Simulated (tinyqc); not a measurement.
What each parameter does: ellipsoidal valleys in the axes of a wafer and a channel.

Valleys with axes a along [111], [1-1-1], [-11-1] and [-1-11], one whole valley each; inverse mass tensor w = 1/mt + (1/ml - 1/mt) a a. Device axes: z = nz/|nz|, x = nx/|nx|, y = z cross x; in them a = (ax, ay, az). Confinement mass mz = 1/w_zz. In the plane w_ij is replaced by u_ij = w_ij - w_iz w_jz/w_zz (i, j = x, y); density-of-states mass md = 1/sqrt(det u); conductivity mass along x mc = 1/u_xx; ballistic transport mass mx = u_yy/det u, width mass my = 1/u_yy.

Hard walls: E_n = c (n pi/t)^2/mz, c = hbar^2/2m0, n = 1, 2, 3. Non-degenerate share of a valley proportional to md sum_n exp(-E_n/kT); mean 1/mc = sum of share/mc. 1 nm = 10 angstrom.

Constants: hbar^2/2m0 = 3.80998211 eV angstrom^2; kB = 8.617333262e-05 eV/K.

Parameters, chosen for this exercise (near those of the L valleys of Ge; the results hold for these values, not for the real material): ml = 1.573 m0 (longitudinal mass); mt = 0.079 m0 (transverse mass); nz = (1, 1, 2) (surface normal (confinement)); nx = (1, 1, -1) (channel direction); t = 7.5 nm (thickness of the film); T = 77 K (temperature).

Lowest E1, its share and the mean conductivity mass.

One parameter was then changed.

Results before and after:
```
case     lowest E1 (meV)   share  mean mc (m0)
base               13.18  0.9986        0.2444
changed            16.27  0.9998        0.2449
```

Which of these changes was made? (a) mt = 0.087 m0; (b) T = 84.7 K; (c) ml = 1.416 m0; (d) t = 6.75 nm.
Answer: (d) t = 6.75 nm. Of the candidates, run in turn, only this one gives the changed row.

All candidates:
```
case           lowest E1 (meV)   share  mean mc (m0)
base                     13.18  0.9986        0.2444
ml = 1.416 m0            13.60  0.9985        0.2271
mt = 0.087 m0            12.32  0.9969        0.2510
t = 6.75 nm              16.27  0.9998        0.2449
T = 84.7 K               13.18  0.9970        0.2438
```

(tinyqc, `OMP_NUM_THREADS=1 python tinyqc.py 1850971 1850972 out.jsonl`, Intel(R) Xeon(R) Processor @ 2.30GHz, 1 thread, shared host, about 0.01 s.)
